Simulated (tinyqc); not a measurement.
## Inductance and parasitic capacitance from two readings

Question. A loss-free coil L in parallel with C shows the apparent inductance L/(1 - w^2 L C), w = 2 pi f. Find L, C and the self-resonance 1/(2 pi sqrt(L C)).

apparent inductance at 6.6 and 12 GHz (nH): [1.3440831, 2.7522335]

Solution. The inverse of the reading is 1/L - w^2 C, a straight line in w^2.

L = 1.100 nH
C = 96.00 fF
self-resonance = 15.49 GHz

tinyqc, about 0.01 s, one thread, Intel Xeon 2.30GHz (shared host): `OMP_NUM_THREADS=1 python tinyqc.py 2302201 2302202 out.jsonl`
